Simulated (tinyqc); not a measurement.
Polytypes and stacking faults of a tetrahedral semiconductor in an axial Ising model with couplings up to third neighbours: one step, computed by the program tinyqc.

Each double layer has s = +1 or -1 for the sense of its stacking step; E per pair of atoms = E0 - sum_n J_n <s_i s_(i+n)>, n = 1, 2, 3. Hexagonality h = (1 - <s_i s_(i+1)>)/2.

Problem. Splitting of a basal screw dislocation. Screw line, bounded by the single Shockley (31) fault of energy gamma: b = a, partials b_p = a/sqrt 3; d = G b_p^2 (2 - 3 nu)/(8 pi gamma (1 - nu)). One partial is driven off by the shear stress gamma/b_p along its Burgers vector.

Inputs (values chosen for the exercise, of the order of those of SiC for J, a, G and the gaps): basal lattice constant a = 3.08 angstrom; shear modulus G = 196 GPa; Poisson ratio nu = 0.29.

Host polytype: 4H.

energy of the glide fault, single Shockley (31) = 19.34595 mJ/m^2

Give: splitting width d; stress to open the fault.

Solution.

splitting width d = 20.287 nm

stress to open the fault = 108.79 MPa
